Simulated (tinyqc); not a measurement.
Long-channel MOSFET, surface-potential model: two steps of the calculation.

n-channel transistor on a uniformly doped p-type body, gradual-channel approximation, constant mobility, Boltzmann statistics, full ionisation. Potentials are counted from the neutral body; V is the electron quasi-Fermi potential, Vsb at the source and Vsb + Vds at the drain. Charges are magnitudes per area.

Inputs (values chosen for the exercise); material values close to those of silicon:
- T = 300 K (temperature)
- Vfb = -0.82 V (flat-band voltage)
- mu = 460 cm^2/(V s) (channel mobility)
- W = 5 um (gate width)
- L = 2 um (gate length)
- Vsb = 0.3 V (source-body reverse bias)
- Vgs = 0.37 V (gate-source voltage)
- Vds = 1.2 V (drain-source voltage)

Constants: q = 1.602176634e-19 C, kB = 1.380649e-23 J/K, Vt = kB T/q. Results are converted to the units shown.

Question 1. Surface potential at the source by Newton steps. With V = Vsb: G = psi - Vt + Vt e, e = exp((psi - 2 phiF - Vsb)/Vt); f = Vgs + Vsb - Vfb - psi - gamma sqrt(G); f' = -1 - gamma (1 + e)/(2 sqrt(G)); psi(new) = psi - f/f'.

psi at the start (the smaller of 2 phiF + Vsb + 4 Vt and the root without inversion charge) = 1.0447400 V
phiF = 0.32066678 V
gamma = 0.13106498 V^0.5

Find: G; f; f'; psi after iteration 1.

Answer 1.

G = 2.4303 V
f = 0.24094 V
f' = -3.3370
psi after iteration 1 = 1.1169 V

Question 2. Charges and current of the charge-sheet model. psi_0 and psi_L solve Vgs + Vsb - Vfb - psi = gamma sqrt(G) at V = Vsb and Vsb + Vds. Qi = Cox gamma [sqrt(G) - sqrt(psi - Vt)], G = psi - Vt + Vt exp((psi - 2 phiF - V)/Vt), at both ends. With U = Vgs + Vsb - Vfb: drift = mu (W/L) Cox [U (psi_L - psi_0) - (psi_L^2 - psi_0^2)/2 - (2/3) gamma ((psi_L - Vt)^1.5 - (psi_0 - Vt)^1.5)]; diffusion = mu (W/L) Vt (Qi0 - QiL).

psi_0 = 1.0903355 V
psi_L = 1.3397654 V
phiF = 0.32066678 V
Cox = 0.24475505 uF/cm^2
gamma = 0.13106498 V^0.5

Find: Qi0; QiL; drift current; diffusion current; drain current.

Answer 2.

Qi0 = 64.72 nC/cm^2
QiL = 1.238e-14 nC/cm^2
drift current = 9.273 uA
diffusion current = 1.924 uA
drain current = 11.20 uA

Drift carries 82.8 % of the current. The drain end is pinched off: its charge is under 1 % of that at the source.

Computed by the program tinyqc: `OMP_NUM_THREADS=1 python tinyqc.py 2360099 2360100 out.jsonl`, one thread of a shared Intel Xeon 2.30GHz, about 0.04 s for the whole run.
